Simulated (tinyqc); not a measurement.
Pressure series at fixed power: global model of a low-pressure process discharge: electron temperature, density, ion flux and ion energy. Computed by tinyqc, a small Python program. Command: `OMP_NUM_THREADS=1 python tinyqc.py 3111835 3111836 out.jsonl plasma walk`. One thread of a shared host (Intel(R) Xeon(R) Processor @ 2.30GHz), about 0.01 s of CPU time with the checks.

Maxwellian electrons with temperature T_e in eV, one positive ion, no negative ions, uniform bulk density n; rate constants have the Arrhenius form.

Inputs (values chosen for the exercise, of the order of those of an inductive discharge in a simple atomic gas): ion mass M = 32 u; ionisation prefactor K0 = 2.2e-14 m^3/s; ionisation energy E_iz = 15.4 eV; excitation prefactor X0 = 6.7e-15 m^3/s; excitation energy E_ex = 11.7 eV; elastic rate constant K_el = 1.5e-13 m^3/s; ion-neutral cross section = 6.2e-19 m^2; gas temperature T_g = 600 K; radius R = 19 cm; height L = 8.7 cm; absorbed power P = 3000 W.

Constants: k_B = 1.380649e-23 J/K; e = 1.602176634e-19 C; u = 1.6605390666e-27 kg; m_0 = 9.1093837015e-31 kg.

Method:
- n_g = p/(k_B T_g), lambda_i = 1/(n_g sigma), K_iz = K0 exp(-E_iz/T_e), h_L = 0.86/sqrt(3 + L/(2 lambda_i)), h_R = 0.8/sqrt(4 + R/lambda_i), A_eff = 2 pi R^2 h_L + 2 pi R L h_R and d_eff = pi R^2 L/A_eff follow p.
- Particle balance: K0 exp(-E_iz/T_e) n_g d_eff = u_B, u_B = sqrt(e T_e/M).
- E_c = E_iz + (X0 exp(-E_ex/T_e) E_ex + K_el (3 m_0/M) T_e)/K_iz; E_T = E_c + (5/2) T_e + (T_e/2) ln(M/(2 pi m_0)); n = P/(e u_B A_eff E_T); J = e h_L n u_B. Pressures without a root below 2 E_iz are left out.

Against pressure:
```
p (Pa)  T_e (eV)  E_c (eV)  E_T (eV)  n (1/cm^3)  J (mA/cm^2)
0.1       15.663    19.927    130.64  1.4621e+11        7.592
0.2        7.245    21.359     72.57  4.1245e+11       13.901
0.5        4.493    23.566     55.33  7.9535e+11       18.751
1.0        3.486    25.801     50.44  1.1750e+12       20.985
2.0        2.831    28.795     48.80  1.6871e+12       22.022
5.0        2.253    34.548     50.47  2.6354e+12       21.554
10.0       1.946    41.116     54.87  3.5587e+12       19.920
20.0       1.711    51.207     63.30  4.5642e+12       17.310
```

What follows from these numbers?

T_e falls from 15.66 to 1.71 eV, n changes by a factor 31.2 and J by 2.28; in J = P h_L/(A_eff E_T), E_T changes by a factor 0.48 and is least at 2 Pa, between wall losses at high T_e and excitation losses at low T_e.

Extremes, crossings and ranges named in words are read from the listed rows.
